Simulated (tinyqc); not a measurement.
Double-gate transistor below threshold, two-dimensional Poisson equation on a small mesh: two steps of the calculation.

Half of a symmetric double-gate structure: row 0 is the mid-plane of the body, where the normal field vanishes. Mobile charge is neglected (subthreshold), the body is fully depleted, and potentials are counted from the intrinsic level; rows run upward to the gate, columns from source to drain.

Parameters, values chosen for the exercise; semiconductor permittivity made up: relative permittivity of the semiconductor eps_r = 17.5; relative permittivity of the insulator eox = 9; half the body thickness tb = 4 nm; insulator thickness tox = 3.4 nm; channel length L = 26 nm; acceptor density of the depleted body Na = 4.6e17 cm^-3.

Constants: q = 1.602176634e-19 C, eps0 = 8.8541878128e-14 F/cm where lengths are in cm. Results are converted to the units shown.

Problem 1. Coefficients of the five-point equations. Mesh: rows i = 0..2 in the semiconductor (step hs = tb/2, row 2 on the interface), then 2 step(s) ho = tox/2 up to the gate row 4; columns j = 0..5 (step hy = L/5). Box integration, divided by eps0: up_i = eps hy/h of the interval above row i, dn_i = that of the interval below (0 for row 0), lat_i = (sum of eps h/2 over the intervals above and below)/hy, s_i = -q Na w_i hy/eps0 with w_i the semiconductor height of the box (hs/2 for row 0 and the interface row, hs between, 0 in the insulator). Each free node obeys (up + dn + 2 lat) psi = up psi(above) + dn psi(below) + lat [psi(left) + psi(right)] + s.

Give: up; dn; lat; s.

Solution 1.

```
row      up      dn     lat      s (V)
0    45.500       0  3.3654  -0.043284
1    45.500  45.500  6.7308  -0.086567
2    27.529  45.500  4.8365  -0.043284
3    27.529  27.529  2.9423          0
```

Problem 2. Over-relaxation sweep (omega = 1.5). Free nodes: rows 0..3, columns 1..4, taken row by row from row 0, left to right. t = (up psi(above) + dn psi(below) + lat [psi(left) + psi(right)] + s)/(up + dn + 2 lat), with the newest neighbours; psi(new) = psi + 1.5 (t - psi).

psi at the start (fixed values on the edges, free nodes linear between source and drain columns) (V):
```
              j=0         j=1         j=2         j=3         j=4         j=5
row 0   0.5700000   0.6700000   0.7700000   0.8700000   0.9700000   1.0700000
row 1   0.5700000   0.6700000   0.7700000   0.8700000   0.9700000   1.0700000
row 2   0.5700000   0.6700000   0.7700000   0.8700000   0.9700000   1.0700000
row 3   0.1750000   0.2250000   0.2750000   0.3250000   0.3750000   0.4250000
row 4  -0.2200000  -0.2200000  -0.2200000  -0.2200000  -0.2200000  -0.2200000
```

```
row         up         dn        lat         s (V)
0         45.5          0  3.3653846  -0.043283547
1         45.5       45.5  6.7307692  -0.086567093
2    27.529412       45.5  4.8365385  -0.043283547
3    27.529412  27.529412  2.9423077             0
```

Wanted: psi after iteration 1.

Solution 2.

psi after iteration 1 (V):
```
           j=0      j=1      j=2      j=3      j=4      j=5
row 0   0.5700   0.6688   0.7686   0.8686   0.9686   1.0700
row 1   0.5700   0.6679   0.7677   0.8676   0.9676   1.0700
row 2   0.5700   0.4453   0.5004   0.5715   0.6440   1.0700
row 3   0.1750   0.0728   0.0813   0.1087   0.1384   0.4250
row 4  -0.2200  -0.2200  -0.2200  -0.2200  -0.2200  -0.2200
```

Program tinyqc, `OMP_NUM_THREADS=1 python tinyqc.py 2480091 2480092 out.jsonl`; Intel Xeon 2.30GHz, shared host, one thread, about 0.1 s.
